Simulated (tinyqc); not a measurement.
Trap-assisted generation and recombination current of an abrupt junction: one step, computed by the program tinyqc.

Depletion approximation, flat quasi-Fermi levels across the depleted layer, long neutral regions with minority lifetimes tau_n and tau_p, full ionisation and Boltzmann statistics. Voltages in exponents stand for e V.

Task: Built-in voltage and diffusion current. N_c = 2 M_c (2 pi m_e k_B T/h^2)^(3/2) and N_v = 2 (2 pi m_h k_B T/h^2)^(3/2), masses in units of m_0. n_i = sqrt(N_c N_v) exp(-E_g/2 k_B T); V_bi = (k_B T/e) ln(N_A N_D/n_i^2); diffusion saturation current J_d0 = e n_i^2 [sqrt(D_n/tau_n)/N_A + sqrt(D_p/tau_p)/N_D].

Inputs (values chosen for the exercise, for a model semiconductor):
```
quantity                              value    unit
gap E_g                                 2.5      eV
electron mass m_e                     0.384     m_0
valleys M_c                               3       -
hole mass m_h                         0.598     m_0
acceptor density N_A                1.1e+16   cm^-3
donor density N_D                   8.7e+18   cm^-3
capture time tau_n                  4.9e-09       s
capture time tau_p                    6e-09       s
electron diffusion coefficient D_n       42  cm^2/s
hole diffusion coefficient D_p          1.4  cm^2/s
temperature T                           300       K
```

Field enhancement: Hurkx tunnelling factor.

Constants: k_B = 8.617333262e-05 eV/K; m_0 = 9.1093837015e-31 kg; k_B = 1.380649e-23 J/K; h = 6.62607015e-34 J s; e = 1.602176634e-19 C.

Give: k_B T; n_i; V_bi; J_d0.

Result:

k_B T = 0.02585 eV

n_i = 0.01445 cm^-3

V_bi = 2.301 V

J_d0 = 2.816e-34 A/cm^2

Caution: one side is doped near or above its effective density of states, so Boltzmann statistics understate V_bi.
